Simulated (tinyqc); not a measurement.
Extended Hueckel theory, for H3+, step by step. The parameters take no account of the charge, which enters only through the electron count. One step of it, computed by the program tinyqc.

Problem. Wolfsberg-Helmholz matrix. H_ij = K' S_ij (H_ii + H_jj)/2 for i != j (the diagonal keeps H_ii), with K' = K + D^2 + D^4 (1 - K), D = (H_ii - H_jj)/(H_ii + H_jj), K = 1.5.

overlap S, order 1H 1s, 2H 1s, 3H 1s:
```
[[1.000000, 0.523498, 0.523498],
 [0.523498, 1.000000, 0.138294],
 [0.523498, 0.138294, 1.000000]]
```

diagonal H_ii (eV): [-13.600000, -13.600000, -13.600000]

K = 1.500000

Give: H.

Solution.

H (eV), order 1H 1s, 2H 1s, 3H 1s:
```
[[-13.600, -10.679, -10.679],
 [-10.679, -13.600, -2.821],
 [-10.679, -2.821, -13.600]]
```
